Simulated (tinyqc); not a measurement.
Levels of description: finite square well with mass mismatch (envelope functions).

A square well of width L and depth V0, mass mw inside and mb outside, energies from the bottom of the well, c = hbar^2/2m0. k = sqrt(mw E/c), kappa = sqrt(mb (V0 - E)/c). psi and psi'/m are continuous at the walls (BenDaniel-Duke), so level n solves k L + 2 atan[(k/mw)/(kappa/mb)] = n pi.

Non-parabolic bands: mw is replaced by mw (1 + alpha_w E) and mb by mb (1 - alpha_b (V0 - E)), in k, kappa and the matching condition alike.

Constants: hbar^2/2m0 = 3.80998211 eV angstrom^2.

Values chosen for the exercise (near those of an InGaAs well in InP; not measured data):
- L = 206 angstrom (well width)
- V0 = 0.265 eV (barrier height)
- mw = 0.0404 m0 (mass in the well)
- mb = 0.0834 m0 (mass in the barrier)
- alpha_w = 1.04 1/eV (non-parabolicity in the well)
- alpha_b = 0.14 1/eV (non-parabolicity in the barrier)

The same well five ways. mb = mw: the barrier takes the mass of the well. psi' continuous: kappa holds mb but the condition drops the masses, k L + 2 atan(k/kappa) = n pi. The last column is measured against BenDaniel-Duke.

Levels (eV):
```
model,E1,E2,E3,E1 - E1(BDD) (meV)
infinite walls,0.0219,0.0877,0.1974,8.1
mb = mw,0.0156,0.0618,0.1361,1.8
BenDaniel-Duke,0.0138,0.0557,0.1264,0.0
psi' continuous,0.0172,0.0675,0.1462,3.4
non-parabolic,0.0138,0.0540,0.1168,0.0
```

What can be read from this table?

Hard walls put E1 8.1 meV too high. Ignoring the mass step moves it by +1.8 meV and the wrong matching by +3.4 meV: with mb/mw = 2.06, continuity of psi'/m lets the slope outside be 2.06 times the slope inside, which acts like a softer wall. Non-parabolicity shifts E1 by 0.0 meV, the balance of a heavier mass in the well, which lowers it, and a lighter mass deep in the barrier, which hardens the wall. Among the finite wells the largest departure in E1 is that of the model 'psi' continuous'.

tinyqc: `OMP_NUM_THREADS=1 python tinyqc.py 1250953 1250954 out.jsonl`; about 0.01 s, one thread, shared Intel(R) Xeon(R) Processor @ 2.30GHz.
